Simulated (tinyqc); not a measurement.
Inside a calculation. Model: voltage acceleration of oxide breakdown, four models on the same data.

Program tinyqc, `OMP_NUM_THREADS=1 python tinyqc.py 2070095 2070096 out.jsonl`; Intel Xeon 2.30GHz, shared host, one thread, about 0.01 s. Printed values are rounded.

Field E = V/tox in MV/cm. Models: ln(t63/1 s) = a - c X with X = E (E model), -1/E (1/E model), ln V (power law, c the exponent n) or sqrt(E).

Parameters, values chosen for the exercise: oxide thickness tox = 7.8 nm; use voltage Vu = 3.5 V; stress temperature Ts = 423 K; use temperature Tu = 378 K; activation energy Ea = 0.47 eV; factor for area and percentile ks = 2.5e-5.

Constants: q = 1.602176634e-19 C, kB = 1.380649e-23 J/K. Results are converted to the units shown.

Range of the model: All four laws are empirical fits; none is established far below the stress range.

## Fitting the models

```
stress	V (V)	t63 (s)
0	6	6.558e5
1	7.13	620
2	7.96	13.12
```

The three stress times were made with the 1/E model, c = 338, and are treated as data. For each model fit ln t63 on X by least squares over the three points.

```
model	c	a	largest misfit in ln t63 (0: below 0.002)
E	4.33497	46.5361	0.480338
1/E	338.002	-30.5467	0.000000
power	38.4602	82.2133	0.235695
sqrt E	25.8554	84.9584	0.357156
```

The worst misfit of any model is 0.48 in ln t63, a factor of 1.62 in time, comparable to the scatter of t63 from small samples, so such data hardly tell the models apart.

## Projection to use conditions

Project to Vu, multiply by exp[(Ea q/kB)(1/Tu - 1/Ts)] and by ks; ten years are 3.15576e8 s. The largest voltage for ten years solves the same relation for V.

temperature factor = 4.64128

```
model	lifetime (years)	largest voltage for ten years (V)
E	2.12837	3.22160
1/E	1.03035e8	4.45505
power	2214.42	4.02761
sqrt E	47.4674	3.70189
```

The lifetimes span 7.68 decades, from the E model (most cautious) to the 1/E model; the allowed voltage spans 3.22 to 4.46 V. 3 of the four models pass ten years at Vu. Lifetimes beyond a thousand years are formal extrapolations.
